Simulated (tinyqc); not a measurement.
Where the wafer is too thin: surface photovoltage measurement of the minority-carrier diffusion length in a wafer. Computed by tinyqc, a small Python program. Command: `OMP_NUM_THREADS=1 python tinyqc.py 3130427 3130428 out.jsonl spv walk`. One thread of a shared host (Intel(R) Xeon(R) Processor @ 2.30GHz), about 0.01 s of CPU time with the checks.

Low injection, steady light, a depletion layer much thinner than 1/alpha and L. The excess density dn is taken at the front edge of the neutral region; light that reaches the back is lost.

Inputs (values chosen for the exercise, modelled on p-type silicon at room temperature):

| quantity | value | unit |
|---|---|---|
| wafer thickness W | 300 | micrometre |
| diffusivity D | 29.8 | cm^2/s |
| front recombination velocity S_f | 540 | cm/s |
| back recombination velocity S_b | 15000 | cm/s |
| photon flux entering | 1e+11 | 1/(cm^2 s) |

Method:
- alpha = (84.732/lambda - 76.417)^2 per cm with lambda in micrometre (an empirical fit for silicon between 0.7 and 1.05 micrometre).
- Thick wafer: dn = Phi L/((S_f + D/L)(L + 1/alpha)). Finite wafer, with s = S_b L/D, w = W/L, a = alpha L: dn = [Phi a/(a^2 - 1)] [a - B - exp(-alpha W)(a - s)/(cosh w + s sinh w)]/(S_f + B D/L), B = (sinh w + s cosh w)/(cosh w + s sinh w).
- Readings y = (Phi/dn) (1 + noise x g) at 780, 830, 880, 920, 950, 975 and 995 nm; a least-squares line y = c (1/alpha + L_app) gives L_app = intercept/slope.
- No noise; L is varied at fixed W, and the last two columns set S_b to 0 and to 1e7 cm/s.

Apparent length (micrometre):

| L | W/L | given S_b | S_b = 0 | S_b = 1e7 |
|---|---|---|---|---|
| 15 | 20.000 | 15.00 | 15.00 | 15.00 |
| 30 | 10.000 | 30.00 | 30.00 | 30.00 |
| 60 | 5.000 | 59.81 | 60.12 | 59.70 |
| 90 | 3.333 | 87.91 | 91.49 | 87.13 |
| 150 | 2.000 | 131.64 | 163.54 | 127.75 |
| 240 | 1.250 | 167.32 | 292.81 | 158.79 |
| 390 | 0.769 | 190.07 | 510.88 | 177.60 |
| 630 | 0.476 | 200.82 | 759.67 | 186.22 |
| 1200 | 0.250 | 206.16 | 993.41 | 190.45 |

What does the comparison show, and why?

With a fast back surface L_app levels off, at 190 micrometre in the last row; with a passive one it reaches up to 1.31 times L among these rows and is 993 in the last. All three columns are within 5 % of L down to W/L = 3.3.

Extremes, crossings and ranges named in words are read from the listed rows.
